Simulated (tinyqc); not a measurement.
Band-to-band tunnelling across a p-n junction in a two-band chain, step by step. Values are carried at full precision from step to step, so a last printed digit may differ when a step is redone from the rounded ones.

Sites alternate A at -Eg/2 and C at +Eg/2 with hopping -t; near the edges, with k counted from the zone boundary pi/a, E^2 = (Eg/2)^2 + (t a k)^2, so t = sqrt(c Eg/m)/a gives the mass m, c = hbar^2/2m0. In the gap cosh(q a) = 1 + (Eg^2/4 - e^2)/(2 t^2), e the energy from the local mid-gap. The potential is V0 = Eg + ov on the p side (left), 0 on the n side, and falls linearly over the 2N sites of the junction, V_j = V0 (1 - j/(2N + 1)), j = 1 to 2N, site 1 being A. E = Eg/2 + x ov. A half chain that ends on a site of level e1 with neighbour e2 has g = (1 + z)/(E - e1), z = exp(-/+ i k a) the root with Im g < 0, cos(k a) = (E - e1)(E - e2)/(2 t^2) - 1. S_L = t^2 g (ending on C, shifted by V0), S_R = t^2 g (starting on A). T = 4 Im(S_L) Im(S_R) |G_(1,2N)|^2.

Constants: hbar^2/2m0 = 3.80998211 eV angstrom^2.

Inputs chosen for the exercise (gap and mass near those of Ge (direct gap); shifted at random, so the results belong to these values and not to a real crystal):
```
symbol  value   unit      meaning
Eg      0.784   eV        gap
m       0.0403  m0        mass of electron and light hole
a       4       angstrom  period (two sites)
ov      0.22    eV        overlap: top of the valence band on the p side above the conduction edge on the n side
N       5                 periods in the small junction
x       0.6               energy above the n-side conduction edge, as a share of ov
```

## Hopping, field and tunnelling length

Form t, V0, E, the field F = V0/((2N + 1) a/2) (1 V/angstrom = 100 MV/cm) and the length Eg/F over which E lies in the gap.

t = 2.1523 eV
V0 = 1.0040 eV
E = 0.5240 eV
F = 4.564 MV/cm
tunnelling length = 17.18 angstrom

So short a junction keeps the matrix small; its field is above the 1 to 3 MV/cm of tunnel diodes.

## Self-energies of the two sides

Form cos(k a) and S for each side.

cos(k a): left -0.991718, right -0.986950

S_L, S_R (eV): -0.04400-0.68232i  0.06600-0.81438i

## Recursive Green function

g_1 = 1/(E - e_1 - S_L); g_j = 1/(E - e_j - t^2 g_(j-1)), with S_R also subtracted at the last site; G_1j = G_1(j-1) (-t) g_j, G_11 = g_1; e_j is the site level plus V_j. The self-energies stand in the order S_L, S_R.

Sweep:
```
j   e_j (eV)       g_j (1/eV)      G_1j (1/eV)
1     0.5207   0.1011-1.4586i   0.1011-1.4586i
2     1.2135  -0.0246-0.1438i   0.4567-0.0461i
3     0.3382   0.5621-1.2483i  -0.4288+1.2828i
4     1.0309  -0.0722-0.1341i  -0.4369+0.0754i
5     0.1556   0.7987-0.7063i   0.6364-0.7938i
6     0.8484  -0.1496-0.1216i   0.4127-0.0890i
7    -0.0269   0.6671-0.3021i  -0.5347+0.3962i
8     0.6658  -0.2605-0.1128i  -0.3960+0.0923i
9    -0.2095   0.4805-0.1294i   0.3838-0.2058i
10    0.4833  -0.3185-0.2001i   0.3518+0.0242i
```

T = 0.2764

## WKB for the same field

T = exp(-2 I/F), I = integral of q de across the gap. Continuum: q = sqrt(Eg^2/4 - e^2)/(t a), I = pi Eg^2/(8 t a). Lattice: q from the cosh formula, 12 Gauss-Legendre points in u with e = (Eg/2) sin(u), u from -pi/2 to pi/2. F in V/angstrom is the value in MV/cm over 100.

I (eV/angstrom): continuum 0.028037, lattice 0.028008

T by WKB: continuum 0.2927, lattice 0.2930

The chain gives 0.2764, 0.943 times the lattice WKB value; the exponent is only 1.23, and reflections at the two kinks of the potential count.

## Checks

- G_(1,2N) from the sweep against inversion of the whole matrix (size): both 0.35263.

Run: tinyqc, `OMP_NUM_THREADS=1 python tinyqc.py 1481180 1481181 out.jsonl`; Intel(R) Xeon(R) Processor @ 2.30GHz, one thread, shared host; about 0.01 s of CPU time with all checks.
